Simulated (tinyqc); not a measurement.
# Thickness and doping from the maximum and minimum capacitance

Inverse problem. A MOS capacitor has Cmax = Cox = eps0 eox/tox and 1/Cmin = 1/Cox + Wm/(eps0 eps_r), with Wm = sqrt(4 eps0 eps_r Vt ln(N/ni)/(q N)) and N well above ni. Find tox, Wm and N.

Parameters, values chosen for the exercise; band and dielectric values close to those of silicon:
- T = 293 K (temperature)
- eps_r = 11.6 (relative permittivity)
- eox = 7.47 (relative permittivity of the gate insulator (close to silicon nitride))

Constants: q = 1.602176634e-19 C, kB = 1.380649e-23 J/K, Vt = kB T/q, eps0 = 8.8541878128e-14 F/cm where lengths are in cm. Results are converted to the units shown.

Cmax = 0.60127985 uF/cm^2
Cmin = 0.091021815 uF/cm^2
ni = 4.9904609e9 cm^-3

Solution. Cmax gives tox and the series difference Wm. N follows by iterating N = 4 eps0 eps_r Vt ln(N/ni)/(q Wm^2); ln(N/ni)/N falls steadily for N > e ni, so there is one root in that range.

tox = 11.00 nm
Wm = 95.76 nm
N = 1.200e17 cm^-3

tinyqc, about 0.01 s, one thread, Intel Xeon 2.30GHz (shared host): `OMP_NUM_THREADS=1 python tinyqc.py 2060158 2060159 out.jsonl`
